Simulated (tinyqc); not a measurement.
Worked calculation: grain growth, pinning, strength and diffusional creep of a polycrystal or thin film. Computed by tinyqc, a small Python program that keeps every step. Command: `OMP_NUM_THREADS=1 python tinyqc.py 3007496 3007497 out.jsonl grain walk`. One thread of a shared host (Intel(R) Xeon(R) Processor @ 2.30GHz), about 0.01 s of CPU time with the checks. Intermediate numbers are printed to about 6 digits and carried at full precision; extremes and crossings named in words are read from the listed rows.

One mean grain size d describes the structure.

Inputs (values chosen for the exercise, modelled on aluminium):
```
quantity,value,unit
shear modulus G,27.3,GPa
Burgers vector b,2.863,angstrom
atomic volume Omega,16.59,angstrom^3
boundary energy gamma,0.34,J/m^2
mobility prefactor M0,1.4e-07,m^4/(J s)
activation energy of boundary motion Q_m,1.05,eV
anneal temperature T,672,K
anneal time t,350,s
initial grain size d0,59,nm
particle volume fraction f,0.0003,-
particle radius r,21,nm
film thickness h,250,nm
surface energy gamma_s,0.79,J/m^2
friction stress sigma_0,18,MPa
Hall-Petch slope k_y,0.055,MPa m^0.5
lattice diffusion energy Q_l,1.47,eV
boundary diffusion energy Q_b,0.89,eV
lattice prefactor D0,2.5e-05,m^2/s
boundary prefactor delta D0b,1.9e-14,m^3/s
applied stress sigma,110,MPa
service temperature T_c,276,K
```

Sample: thin film on a substrate.

Constants: k_B = 8.617333262e-05 eV/K; k_B = 1.380649e-23 J/K.

## Mobility and the sizes at which growth stops

M = M0 exp(-Q_m/(k_B T)). The driving pressure is 2 gamma/d. Zener pinning pressure 3 f gamma/(2 r) stops growth at d_Z = 4 r/(3 f). Grooves where boundaries meet the surface have the angle theta = arcsin(gamma/(2 gamma_s)) and are taken to stop growth at d_h = h/(2 theta), a few film thicknesses; the limit is 1/d_lim = 1/d_Z + 1/d_h.

mobility M = 1.86842e-15 m^4/(J s)

Zener size d_Z = 93333.3 nm

groove angle theta = 0.216886 rad

groove limit d_h = 576.339 nm

limit d_lim = 572.802 nm

The grooves set the tighter limit.

## Grain size after the anneal

dd/dt = 2 M gamma (1/d - 1/d_lim) integrates to 2 M gamma t = d_lim (d0 - d) + d_lim^2 ln[(d_lim - d0)/(d_lim - d)]; without pinning d^2 = d0^2 + 4 M gamma t.

size without pinning = 944.907 nm

grain size d = 512.807 nm

Pinning holds d to 54 % of the free value.

## Yield stress

Hall-Petch term k_y/sqrt(d). Orowan term 3.06 x 0.4 G b ln(2 rbar/b)/(pi lambda sqrt(1 - nu)) with nu = 1/3, rbar = sqrt(2/3) r, lambda = rbar (sqrt(pi/f) - 2). Film term (threading dislocation, matched substrate, the geometry of an fcc (111) film taken for all cases): 3.464 G b ln(2 h/b)/(4 pi (1 - nu) h). The terms are added to sigma_0.

Hall-Petch term = 76.8043 MPa

Orowan term = 10.3750 MPa

film term = 96.5055 MPa

yield stress = 201.685 MPa

The largest term is the film one. The anneal changed the Hall-Petch term from 226 to 77 MPa.

## Diffusional creep at T_c

Nabarro-Herring rate = 14 sigma Omega D_l/(k_B T d^2), D_l = D0 exp(-Q_l/(k_B T)); Coble rate = 14 pi sigma Omega delta D_b/(k_B T d^3), delta D_b = delta D0b exp(-Q_b/(k_B T)); they are equal at d_x = pi delta D_b/D_l.

Nabarro-Herring rate = 9.16452e-19 1/s

Coble rate = 1.66325e-10 1/s

crossover size d_x = 9.30683e+07 micrometre

time to 1 % strain = 6.01233e+07 s

Boundary diffusion carries the creep, by a factor 1.8e8. Caution: sigma Omega is not small against k_B T, as the linear creep laws assume.

## Strength against creep resistance

Hall-Petch term k_y/sqrt(d).

At T_c and sigma:
```
d (nm),Hall-Petch term (MPa),Nabarro-Herring (1/s),Coble (1/s),time to 1 % (s)
30,317.543,2.67778e-16,8.30722e-07,1.20377e+04
100,173.925,2.41000e-17,2.24295e-08,4.45841e+05
300,100.416,2.67778e-18,8.30722e-10,1.20377e+07
1000,55.000,2.41000e-19,2.24295e-11,4.45841e+08
3000,31.754,2.67778e-20,8.30722e-13,1.20377e+10
10000,17.393,2.41000e-21,2.24295e-14,4.45841e+11
100000,5.500,2.41000e-23,2.24295e-17,4.45841e+14
```

From 100 micrometre to 30 nm grains the Hall-Petch term grows 58 times, while the time to 1 % strain shrinks by 10.6 decades. Coble creep rules in 7 of the seven rows (d_x is a millimetre or more). Fine grains resist slip but creep fast. The Hall-Petch value at 30 nm is at the edge of that law, and in a film grains much larger than h lose atoms to the surfaces instead.

## Growth with time

The formulas are those given above.

At T:
```
t (s),free growth (nm),pinned growth (nm),d/d_lim
0.39,66.87,66.058,0.115325
1.3,82.37,79.878,0.139451
3.9,115.72,109.030,0.190344
13,191.09,170.989,0.298514
39,320.28,263.848,0.460628
130,577.77,402.215,0.702188
390,997.24,522.257,0.911758
1300,1818.47,571.434,0.997612
```

The apparent exponent d ln d/d ln t of the pinned growth is at most about 0.39, below the ideal 1/2, and falls to 0.075 in the last rows: the initial size hides the law early and pinning hides it late.

Checks made by the program: d against numerical integration (relative difference 9e-10).
